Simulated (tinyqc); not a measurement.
One-electron ion in a basis of Gaussians, step by step. One step of it, computed by the program tinyqc.

Question. Matrices over normalised Gaussians. With p = a_i + a_j and I(k) = Gamma((k+1)/2) / (2 p^((k+1)/2)): S = I(2l+2), T = (2l+3) a_i a_j S / p, V = -Z I(2l+1), each divided by sqrt(S_ii S_jj).

exponents of r^l exp(-a r^2) (1/bohr^2): 0.014740  0.051800  0.182100  0.640000  2.250000

Z = 2

l = 2

Give: S; T; V.

Answer.

S:
```
        1       2       3       4       5
1  1.0000  0.5221  0.1058  0.0142  0.0017
2  0.5221  1.0000  0.5219  0.1058  0.0142
3  0.1058  0.5219  1.0000  0.5221  0.1058
4  0.0142  0.1058  0.5221  1.0000  0.5219
5  0.0017  0.0142  0.1058  0.5219  1.0000
```

T (hartree):
```
        1       2       3       4       5
1  0.0516  0.0419  0.0101  0.0014  0.0002
2  0.0419  0.1813  0.1473  0.0355  0.0050
3  0.0101  0.1473  0.6373  0.5181  0.1248
4  0.0014  0.0355  0.5181  2.2400  1.8204
5  0.0002  0.0050  0.1248  1.8204  7.8750
```

V (hartree):
```
         1        2        3        4        5
1  -0.2067  -0.1621  -0.0565  -0.0139  -0.0030
2  -0.1621  -0.3874  -0.3038  -0.1059  -0.0260
3  -0.0565  -0.3038  -0.7264  -0.5697  -0.1986
4  -0.0139  -0.1059  -0.5697  -1.3617  -1.0679
5  -0.0030  -0.0260  -0.1986  -1.0679  -2.5532
```
